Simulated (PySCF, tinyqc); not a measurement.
Worked calculation: CIS on RHF in the sto-3g basis, for H4, spin multiplicity 1. The lowest restricted solution is unstable here: a spin-polarised one lies 0.0127 hartree lower (PySCF). One step of it, computed by the program tinyqc.

Problem. CIS triplet states. Diagonalise A (1 hartree = 27.211386 eV); each vector has its largest component positive (the first on a tie).

CIS matrix A, triplet (hartree), lower triangle:
```
           1>3        1>4       2>3       2>4
1>3   0.498961
1>4   0.000000   1.056379
2>3   0.000000  -0.144847  0.071336
2>4  -0.144847   0.000000  0.000000  0.610567
```

Give: triplet excitation energies; lowest vectors.

Solution.

triplet excitation energies (eV): 1.3736  10.8720  19.3198  29.3131

lowest vectors:
```
     state 1  state 2  state 3  state 4
1>3   0.0000   0.8245  -0.5659   0.0000
1>4   0.1425   0.0000   0.0000   0.9898
2>3   0.9898   0.0000   0.0000  -0.1425
2>4   0.0000   0.5659   0.8245   0.0000
```
